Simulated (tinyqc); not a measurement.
Epitaxial growth on a vicinal surface: Burton-Cabrera-Frank step flow, step-edge barrier and island nucleation: one step, computed by the program tinyqc.

Adatoms land at rate F, hop on a square grid (a simplification for hexagonal faces), desorb, or join steps. Lengths are in units of a and n is the adatom coverage. Steps ascend at x = 0 and descend at x = l.

Problem. Step flow or islands. Island density on a flat surface without desorption: N = 0.25 (F/D)^(i/(i+2)) exp(E_i/((i+2) k_B T)) per site, with E_i = 0 for i = 1; spacing l_n = N^(-1/2). Step flow needs an effective width l_eff = 2 x(peak) below l_n. Temperatures in kelvin are T(C) + 273.15.

Inputs (values chosen for the exercise, close to those used for Ge(001)):

| quantity | value | unit |
|---|---|---|
| deposition rate F | 4 | layers/s |
| temperature T | 520 | C |
| critical nucleus size i | 2 | - |
| binding energy of the critical nucleus E_i | 0.53 | eV |

D = 5.831275e+08 a^2/s

position of the peak = 5.047140 a

Constants: k_B = 8.617333262e-05 eV/K.

Give: island density N on a flat surface; island spacing l_n; ratio l_eff/l_n.

Solution.

island density N on a flat surface = 1.439e-04 per site

island spacing l_n = 83.37 a

ratio l_eff/l_n = 0.1211

Steps capture adatoms before they meet: step flow. Caution: the prefactor 0.25 and the criterion are estimates, good to a factor of about two in length.
